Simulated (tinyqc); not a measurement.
What moves the Penn gap and the ionicity: Penn model of the dielectric constant and Phillips ionicity.

n = 32/a^3; Ep^2 = 8 pi c e2 n with c = hbar^2/2m0, e2 = e^2/(4 pi eps0); EF = c (3 pi^2 n)^(2/3); eps = 1 + (Ep/Eg)^2 S with S = 1 - Eg/(4 EF) + (Eg/(4 EF))^2/3, Eg the Penn gap. Core d shells are left out.

Phillips: bond length d = sqrt(3) a/4; homopolar gap Eh = 39.74 d^(-2.48) eV (d in angstrom); Eg^2 = Eh^2 + C^2; ionicity fi = C^2/Eg^2.

Constants: hbar^2/2m0 = 3.80998211 eV angstrom^2; e^2/(4 pi eps0) = 14.39964547 eV angstrom.

Inputs chosen for the exercise (out of a larger set: near those of SiC; not measured data): a = 4.343 angstrom (cubic lattice constant, 32 valence electrons a cell); ei = 6.51 (high-frequency dielectric constant).

Eg from ei; fi = 1 - (Eh/Eg)^2, printed even where negative.

Results for these values:
```
case  Ep (eV)  Eg (eV)  Eh (eV)     fi
base   23.209    9.303    8.298  0.204
```

What happens to each result for ei = 5.86, all else kept?

Answer: Ep does not change at the printed digits; Eg rises from 9.303 to 9.869; Eh does not change at the printed digits; fi rises from 0.204 to 0.293.

The same for each parameter in turn:
```
case               Ep (eV)  Eg (eV)  Eh (eV)     fi
base                23.209    9.303    8.298  0.204
a = 4.43 angstrom   22.528    9.025    7.900  0.234
ei = 5.86           23.209    9.869    8.298  0.293
```

With the tabulated Phillips C of about 3.9 eV, fi would be 0.18; this model leaves out the d-shell factor.

Program tinyqc; command `OMP_NUM_THREADS=1 python tinyqc.py 1681431 1681432 out.jsonl`; about 0.01 s on one thread of a shared Intel(R) Xeon(R) Processor @ 2.30GHz.
